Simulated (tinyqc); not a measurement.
# Koster-Slater impurity in a tight-binding band, by Green functions and by supercells, step by step

A worked calculation. Computed by tinyqc, a small Python program that keeps every step. Command: `OMP_NUM_THREADS=1 python tinyqc.py 3024665 3024666 out.jsonl kosterslater walk`. One thread of a shared host (Intel(R) Xeon(R) Processor @ 2.30GHz), about 0.06 s of CPU time with the checks. Intermediate numbers are printed to about 6 digits and carried at full precision; extremes and crossings named in words are read from the listed rows.

One orbital per site, e(k) = -2 t sum cos(k_i) over 3 direction(s), band from -6 t to 6 t, lattice constant 1. One site has the extra energy U. Spin is left out.

Inputs (values chosen for the exercise, for a model band):

| quantity | value | unit |
|---|---|---|
| hopping t | 1.8 | eV |
| impurity potential U | 15.2 | eV |
| supercell edge N | 3 | sites |
| energy inside the band E | 2.12 | eV |
| broadening eta | 0.14 | eV |
| impurity concentration c | 0.0002 | per site |

Lattice: simple cubic.

Constants: hbar = 6.582119569e-16 eV s.

## The host Green function outside the band

Outside the band G0(E) = (1/pi) int_0^pi dk (2/(pi z)) K(16 t^2/z^2), z = E + 2 t cos k, K the complete elliptic integral with parameter m; 200 Gauss-Legendre points. A bound state solves 1/U = G0(E). Energies: 0.05, 0.2, 0.5, 1, 2, 4 and 8 t beyond the band edge on the side of U, rounded to four digits.

Scan on the side of U:

| E (eV) | G0 (1/eV) | 1/U - G0 (1/eV) |
|---|---|---|
| 10.89 | 0.130245 | -0.0644557 |
| 11.16 | 0.119783 | -0.0539933 |
| 11.70 | 0.107707 | -0.0419176 |
| 12.60 | 0.094735 | -0.0289460 |
| 14.40 | 0.078295 | -0.0125058 |
| 18.00 | 0.059526 | 0.0062633 |
| 25.20 | 0.041001 | 0.0247880 |

G0 stays finite at the band edge, 0.252731/t in size, so binding needs |U| > 3.957 t.

## The bound state

Bisection in ln(distance from the edge) between 1e-5 t and |U| + t. Weight on the impurity site: -1/(U^2 dG0/dE), by a central difference with step min(1e-4 t, distance/30). Decay length along an axis: 1/arccosh(1 + distance/(2 t)).

level E_b = 16.5388 eV

distance from the band edge = 5.73882 eV

weight on the impurity site = 0.903168

decay length = 0.622284 sites

The state is compact: most of it sits on the impurity.

## Green function inside the band

Inside the band G0(z), z = E + i eta, comes from the chain form 1/(sqrt(y - 2t) sqrt(y + 2t)) (principal roots) at y = z + 2 t cos k + 2 t cos k', averaged over k and k' in (0, pi) with 200 Gauss-Legendre points each.

G0(E + i eta) = 0.065711-0.244978i 1/eV

## Scattering

T = U/(1 - U G0); phase shift delta = -arg(1 - U G0) in (-pi, pi]; host density of states -Im G0/pi; on the impurity -Im[G0/(1 - U G0)]/pi; lifetime of a band state hbar/(-2 c Im T).

T matrix = 0.00132-4.08200i eV

phase shift delta = -1.57047 rad

host density of states = 0.0779789 1/eV

density of states on the impurity = 0.00562388 1/eV

scattering lifetime = 403.119 fs

The Born approximation would take Im T = U^2 Im G0 = -56.6 eV, 13.9 times the full value.

## The level in the supercell

In a periodic cell of N sites along each direction with Bloch vector K, the level solves 1/U = N^-d sum_k 1/(E - e(k)), k_i = (2 pi m_i + K_i)/N, m_i = 0..N-1; the outermost root on the side of U is taken (bisection). d is the number of directions. Gamma means K_i = 0, the zone corner K_i = pi, the quarter point K_i = pi/2. The error is measured against the isolated level E_b.

level at Gamma = 16.3573 eV

level at the corner = 16.7349 eV

level at the quarter point = 16.5381 eV

error at Gamma = -0.181512 eV

width between Gamma and the corner = 0.377612 eV

Images turn the level into a band 0.378 eV wide; the quarter point misses the isolated level by -7.0e-4 eV, far less than Gamma, because the leading hopping between images averages out there.

## Convergence with cell size

Even N; errors against the isolated level E_b, set to 0 below 1e-6 t.

Error of the level (eV):

| N | sites | Gamma | corner | quarter point |
|---|---|---|---|---|
| 2 | 8 | 1.33042e+00 | -1.33882e+00 | -2.71894e-02 |
| 4 | 64 | 2.88406e-02 | -2.71894e-02 | -2.02084e-05 |
| 6 | 216 | 7.10982e-04 | -6.99262e-04 | 0 |
| 8 | 512 | 2.02854e-05 | -2.02084e-05 | 0 |
| 10 | 1000 | 0 | 0 | 0 |
| 12 | 1728 | 0 | 0 | 0 |

The error at Gamma falls exponentially, between the last two resolved rows by exp(-1.778) per site against 1/(decay length) = 1.607; the rest is the power-law prefactor of the Green function. Gamma and the corner err in opposite directions. Among the sizes listed an error below 1 meV is first reached at N = 6 at Gamma; at the quarter point N = 4 is enough.

## Phase shift across the band

delta/pi = -arg(1 - U G0)/pi counts the states added below E (Friedel); host DOS = -Im G0/pi, DOS on the impurity = -Im[G0/(1 - U G0)]/pi; 13 evenly spaced energies from -(band edge + |U| + 2t) to +(band edge + |U| + 2t).

Across the spectrum:

| E (eV) | Re G0 (1/eV) | host DOS (1/eV) | DOS on the impurity (1/eV) | delta/pi |
|---|---|---|---|---|
| -29.6000 | -0.034578 | 0.0000546 | 0.0000235 | -0.000544 |
| -24.6667 | -0.041951 | 0.0000814 | 0.0000303 | -0.000755 |
| -19.7333 | -0.053586 | 0.0001363 | 0.0000414 | -0.001142 |
| -14.8000 | -0.075530 | 0.0002937 | 0.0000637 | -0.002078 |
| -9.8667 | -0.141130 | 0.0110413 | 0.0010857 | -0.052869 |
| -4.9333 | -0.163976 | 0.0462505 | 0.0027087 | -0.179492 |
| 0.0000 | 0.000000 | 0.0779977 | 0.0052445 | -0.416507 |
| 4.9333 | 0.163976 | 0.0462505 | 0.0065095 | -0.689160 |
| 9.8667 | 0.141130 | 0.0110413 | 0.0069467 | -0.862657 |
| 14.8000 | 0.075530 | 0.0002937 | 0.0132809 | -0.969935 |
| 19.7333 | 0.053586 | 0.0001363 | 0.0039562 | -0.011164 |
| 24.6667 | 0.041951 | 0.0000814 | 0.0006196 | -0.003413 |
| 29.6000 | 0.034578 | 0.0000546 | 0.0002426 | -0.001749 |

delta/pi starts and ends near zero (-0.001 and -0.002): the impurity moves states but creates none. delta/pi is negative in the band, down to -0.97 among these rows (-1 just below the level for small eta), and the lost state returns at the level above the band (16.539 eV).

Checks made by the program: G0 at the level by a direct sum over directions (relative difference below 1e-10).
